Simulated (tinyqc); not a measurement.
RHF in the sto-6g basis, for H4, spin multiplicity 1, step by step. One step of it, computed by the program tinyqc.

Problem. Iteration 3: DIIS coefficients. Solve [B -1; -1 0][c; lambda] = [0; -1] for the coefficients, which sum to one.

B (overlaps of the stored error matrices):
$$\begin{pmatrix}
1.2175701e+00 & -1.7824707e-01 & -1.8238175e-01 \\
-1.7824707e-01 & 1.3931249e-01 & -1.6125770e-01 \\
-1.8238175e-01 & -1.6125770e-01 & 4.9534877e-01
\end{pmatrix}$$

Give: DIIS coefficients.

Solution.

DIIS coefficients: [0.138, 0.590, 0.271]
